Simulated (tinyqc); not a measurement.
Worked calculation: Ewald sum of point charges, caesium chloride, strained along z by a factor 1.19, lattice. Computed by tinyqc, a small Python program that keeps every step. Command: `OMP_NUM_THREADS=1 python tinyqc.py 26351 26352 out.jsonl` (the two numbers bound the seeds that draw the settings). One thread of a shared host (Intel(R) Xeon(R) Processor @ 2.60GHz), about 0.04 s of CPU time with the checks.

## Ewald sum with eta = 0.557 1/bohr

cell vectors (rows) (bohr):
```
,1,2,3
1,6.280000,0.000000,0.000000
2,0.000000,6.280000,0.000000
3,0.000000,0.000000,7.473000
```

Charges:
```
q,f1,f2,f3
2.000000,0.000000,0.000000,0.000000
-2.000000,0.500000,0.500000,0.500000
```

Real space: 1/2 sum q_i q_j erfc(eta r)/r over all images with r > 0; reciprocal space: (2 pi/V) sum_(G != 0) exp(-G^2/4 eta^2)/G^2 |S(G)|^2 with S(G) = sum q exp(i G.r); self term -eta/sqrt(pi) sum q^2; background -pi Q^2/(2 V eta^2), Q the total charge.

Real-space shells (first ones):
```
r (bohr),pairs,sum (hartree)
5.803502,16,-0.000027
6.280000,8,1.92e-06
7.473000,4,4.22e-09
8.881261,8,0
9.761359,16,0
10.609309,32,0
```

Reciprocal shells (first ones that count):
```
G^2 (1/bohr^2),vectors,sum (hartree)
0.706919,2,0.545953
1.001015,4,0.608406
2.708949,8,0.113543
3.828691,8,0.032587
4.710978,8,0.013009
5.005073,8,0.009661
6.362273,2,0.000636
7.832750,16,0.001265
8.364302,8,0.000386
8.715037,8,0.000279
9.009132,4,0.000107
10.366331,8,0.000062
```

## The total does not depend on eta

The same sums for other eta.

Totals (hartree per cell):
```
eta,real,reciprocal,self,background,total
0.557000,-0.000025,1.326022,-2.514029,0.000000,-1.18803194
0.796000,-3.51e-10,2.404727,-3.592759,0.000000,-1.18803194
1.042000,0,3.515052,-4.703084,0.000000,-1.18803194
```

shortest distance = 5.803502 bohr

Madelung constant -E d / (formula units |q+ q-|) = 1.723686
